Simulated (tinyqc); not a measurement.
# From one set of inputs to another, one input at a time

Model: bias-temperature instability from a Gaussian distribution of capture and emission barriers. Computed by tinyqc, a small Python program. Command: `OMP_NUM_THREADS=1 python tinyqc.py 3005814 3005815 out.jsonl bti ladder`. One thread of a shared host (Intel(R) Xeon(R) Processor @ 2.30GHz), about 0.02 s of CPU time with the checks.

Each trap has a capture time tau_0 exp(E_c/(k_B T)) under stress and an emission time tau_0 exp(E_e/(k_B T)) after it. E_c is Gaussian, and E_e = E_c + d with d Gaussian and independent. A trap counts as filled once t_s exceeds its capture time and as emptied once t_r exceeds its emission time.

The inputs printed are set A. Inputs not listed in the table keep their values of set A, so the rows need not describe a real material.

Inputs (values chosen for the exercise, for a model p-channel transistor):

| quantity | value | unit |
|---|---|---|
| shift with all traps filled V_max | 130 | mV |
| mean capture barrier at zero field mu_c | 1.68 | eV |
| spread of capture barriers sigma_c | 0.4 | eV |
| lowering of mu_c per field k_F | 0.058 | eV/(MV/cm) |
| oxide field F | 5.3 | MV/cm |
| mean of E_e - E_c at the stress field, delta | -0.36 | eV |
| spread of E_e - E_c, sigma_d | 0.24 | eV |
| time constant tau_0 | 3e-10 | s |
| temperature T | 105 | C |
| stress time t_s | 100000 | s |
| recovery time t_r | 600 | s |

Constants: k_B = 8.617333262e-05 eV/K.

Method:
- Demarcation energies E_s = k_B T ln(t_s/tau_0), E_r = k_B T ln(t_r/tau_0); mean barrier mu = mu_c - k_F F; z = (E_s - mu)/sigma_c; Phi is the standard normal distribution.
- Temperatures in kelvin are T(C) + 273.15.
- Shift without recovery dV0 = V_max Phi(z); local time exponent n = d ln dV0/d ln t_s = (k_B T/sigma_c) exp(-z^2/2)/(sqrt(2 pi) Phi(z)); apparent activation energy n E_s.
- Remaining shift dV = V_max int_(-infinity)^(E_s) g(E_c) [1 - Phi((E_r - E_c - delta)/sigma_d)] dE_c, g the Gaussian density of E_c (Gauss-Legendre, 120 points over 7 sigma_c below E_s).

Each row keeps all changes above it:

| input moved | from | to | time exponent n | remaining shift dV (mV) | apparent activation energy (eV) |
|---|---|---|---|---|---|
| set A | - | - | 0.1056 | 2.27 | 0.1151 |
| lowering of mu_c per field k_F (eV/(MV/cm)) | 0.058 | 0.032 | 0.1276 | 1.55 | 0.1391 |
| mean of E_e - E_c at the stress field, delta (eV) | -0.36 | 0.067 | 0.1276 | 10.57 | 0.1391 |
| spread of capture barriers sigma_c (eV) | 0.4 | 0.26 | 0.2556 | 4.73 | 0.2786 |
| shift with all traps filled V_max (mV) | 130 | 150 | 0.2556 | 5.45 | 0.2786 |
| mean capture barrier at zero field mu_c (eV) | 1.68 | 1.75 | 0.2850 | 3.11 | 0.3105 |
| spread of E_e - E_c, sigma_d (eV) | 0.24 | 0.27 | 0.2850 | 3.03 | 0.3105 |
| recovery time t_r (s) | 600 | 50 | 0.2850 | 3.44 | 0.3105 |

Where does the difference come from?

Time exponent n goes from 0.106 to 0.285, a factor 2.70 in all. The largest single move comes from spread of capture barriers sigma_c (a factor 2.00). Remaining shift dV goes from 2.27 to 3.44, a factor 1.52 in all. The largest single move comes from mean of E_e - E_c at the stress field, delta (a factor 6.81), and spread of capture barriers sigma_c works against it (a factor 0.447). Apparent activation energy goes from 0.115 to 0.311, a factor 2.70 in all. The largest single move comes from spread of capture barriers sigma_c (a factor 2.00). The single moves hold for this order of the switches; the total does not depend on the order.

Extremes, crossings and ranges named in words are read from the listed rows.
